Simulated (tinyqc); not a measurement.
Wannier functions of a composite (isolated) pair of valence bands (bonds of an sp chain): one step. Loewdin orthogonalisation. Two cases, with inputs chosen for the exercise.

Problem. The trial vectors are the columns g1 = (0, cos c, sin c, 0), g2 = (cos c exp(-ik), 0, 0, sin c), k = 2 pi j/N. Form S = g^+ P g, its eigenvalues, S^(-1/2), and w = P g S^(-1/2).

Case 1.

Values chosen:
- c = 55 degrees (trial bonds cos(c) on A, sin(c) on B)
- j = 3 (mesh point, k = 2 pi j/N)
- N = 6 (k points)

P, lower triangle:
```
           A<         A>        B<        B>
A<   0.349664
A>   0.128868   0.296284
B<   0.053989   0.435361  0.702132
B>  -0.455936  -0.048518  0.129186  0.651920
```

Case 2.

Values chosen:
- c = 65 degrees (trial bonds cos(c) on A, sin(c) on B)
- j = 3 (mesh point, k = 2 pi j/N)
- N = 4 (k points)

P, lower triangle (Hermitian):
```
                     A<                  A>                  B<        B>
A<             0.500000
A>   0.126524+0.066805i            0.500000
B<                    0  0.477379+0.040480i            0.500000
B>  -0.027223-0.478318i                   0  0.083974+0.115842i  0.500000
```

Give: S; eigenvalues of S; S^(-1/2); w.

Solution.

Case 1.

S:
```
         1        2
1   0.9777  -0.0039
2  -0.0039   0.9809
```

eigenvalues of S: 0.9751  0.9835

S^(-1/2):
```
        1       2
1  1.0113  0.0020
2  0.0020  1.0097
```

w:
```
         1        2
A<  0.1183  -0.5794
A>  0.5323  -0.1137
B<  0.8344   0.0772
B>  0.0805   0.8034
```

The combinations of the trial bonds that diagonalise S lie 97.5 to 98.4 % inside the filled space; an eigenvalue near zero would mark a poor choice.

Case 2.

S:
```
                1               2
1          0.8657  0.0570-0.0726i
2  0.0570+0.0726i          0.8664
```

eigenvalues of S: 0.7738  0.9583

S^(-1/2):
```
                 1                2
1           1.0794  -0.0356+0.0453i
2  -0.0356-0.0453i           1.0789
```

w:
```
                 1                2
A<  0.0878-0.0523i  -0.0272+0.6991i
A>  0.6985-0.0402i  -0.0518+0.0882i
B<  0.6994+0.0188i   0.0580-0.0842i
B>  0.0583+0.0840i   0.6996-0.0127i
```

The combinations of the trial bonds that diagonalise S lie 77.4 to 95.8 % inside the filled space; an eigenvalue near zero would mark a poor choice.

Computed by tinyqc, one run a case: `OMP_NUM_THREADS=1 python tinyqc.py N N+1 out.jsonl` with N = 1480416, 1481634; one thread of a shared Intel(R) Xeon(R) Processor @ 2.30GHz, about 0.3 s a run at most.
